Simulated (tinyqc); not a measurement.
Coupled-perturbed Hartree-Fock on RHF in the sto-6g basis, for H4, spin multiplicity 1, step by step. One step of it, computed by the program tinyqc.

Task: Response to a field: uncoupled start. Field along z; U_ai = -mu_ai / (e_a - e_i), alpha = -4 sum U_ai mu_ai.

orbital energies (hartree): MO1 -0.569010, MO2 -0.464466, MO3 0.387516, MO4 0.682902

dipole integrals <a|z|i> (bohr):
```
           i1         i2
a3   0.001381  -1.461736
a4  -0.571615   0.000634
```

Give: uncoupled U; uncoupled polarisability.

Result:

uncoupled U:
```
        i1      i2
a3  -0.001   1.716
a4   0.457  -0.001
```

uncoupled polarisability = 11.076 bohr^3
